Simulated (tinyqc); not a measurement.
From results back to parameters: thin (001) film in sp3s* tight binding with raised dangling bonds. Three cases, with inputs chosen for the exercise.

Problem. The gap of a passivated film (lowest level above mid-gap less highest below, mid-gap being half the lower bulk edge) belongs to a hidden number of planes between 6 and 45.

Planes alternate anion (a), cation (c) along [001], a/4 apart, starting with an anion; zero in-plane momentum; levels counted from the bulk Ev, the lower root of [[Epa, Vxx], [Vxx, Epc]]; no spin-orbit coupling. Block of s, pz, s*: from an anion to the cation above, Vss/2 (s,s), Vsapc/2 (s,z), -Vscpa/2 (z,s), Vxx/2 (z,z), Vxapc/2 (s*,z), -Vpaxc/2 (z,s*); to the cation below the same with the s-z and s*-z signs reversed. Block of u = (px + py)/sqrt2 and v = (px - py)/sqrt2: to the cation above (Vxx + Vxy)/2 for u and (Vxx - Vxy)/2 for v, to the cation below the reverse. Each surface atom has two dangling sp3 hybrids; raising both by dl adds (dl/2) [[1, t], [t, 1]] to its s, pz levels (t = -1 at the bottom face, +1 at the top) and dl to the one of u, v in whose plane the missing bonds lie (v for a bottom anion or a top cation, u for a top anion).

Case 1.

Values chosen (out of a larger set: near a published set for Si, fitted to gaps, whose masses and valley positions are rough; not measured data): p = (-4.204, 1.716, -4.204, 1.716, 6.658, 6.658, -8.299, 1.715, 4.57, 5.746, 5.746, 5.368, 5.368) eV (order Esa, Epa, Esc, Epc, Exa, Exc, Vss, Vxx, Vxy, Vsapc, Vscpa, Vxapc, Vpaxc); dp = 30 eV (value of dl for the passivated films); a = 5.433 angstrom (lattice constant).

edges (eV): Gamma 3.4300, Delta 1.1740

gap of the film = 1.2661 eV

Case 2.

Values chosen (out of a larger set: near a published set for Si, fitted to gaps, whose masses and valley positions are rough; not measured data): p = (-4.227, 1.717, -4.227, 1.717, 6.722, 6.722, -8.283, 1.722, 4.556, 5.733, 5.733, 5.347, 5.347) eV (order Esa, Epa, Esc, Epc, Exa, Exc, Vss, Vxx, Vxy, Vsapc, Vscpa, Vxapc, Vpaxc); dp = 30 eV (value of dl for the passivated films); a = 5.435 angstrom (lattice constant).

edges (eV): Gamma 3.4440, Delta 1.2119

gap of the film = 1.2746 eV

Case 3.

Values chosen (out of a larger set: near a published set for Si, fitted to gaps, whose masses and valley positions are rough; not measured data): p = (-4.216, 1.721, -4.216, 1.721, 6.682, 6.682, -8.295, 1.706, 4.604, 5.713, 5.713, 5.407, 5.407) eV (order Esa, Epa, Esc, Epc, Exa, Exc, Vss, Vxx, Vxy, Vsapc, Vscpa, Vxapc, Vpaxc); dp = 30 eV (value of dl for the passivated films); a = 5.431 angstrom (lattice constant).

edges (eV): Gamma 3.4120, Delta 1.1215

gap of the film = 1.3440 eV

Find: N; thickness N a/4.

Solution.

Case 1.

N = 27
thickness N a/4 = 36.67 angstrom

Computing the films in turn gives 1.2687, 1.2661 and 1.2560 eV for N = 26, 27 and 28; no other N in the range comes within 1 meV.

Case 2.

N = 33
thickness N a/4 = 44.84 angstrom

Computing the films in turn gives 1.2762, 1.2746 and 1.2693 eV for N = 32, 33 and 34; no other N in the range comes within 1 meV.

Case 3.

N = 16
thickness N a/4 = 21.72 angstrom

Computing the films in turn gives 1.3915, 1.3440 and 1.3353 eV for N = 15, 16 and 17; no other N in the range comes within 1 meV.

Computed by tinyqc, one run a case: `OMP_NUM_THREADS=1 python tinyqc.py N N+1 out.jsonl` with N = 1451365, 1451465, 1451515; one thread of a shared Intel(R) Xeon(R) Processor @ 2.30GHz, about 0.4 s a run at most.
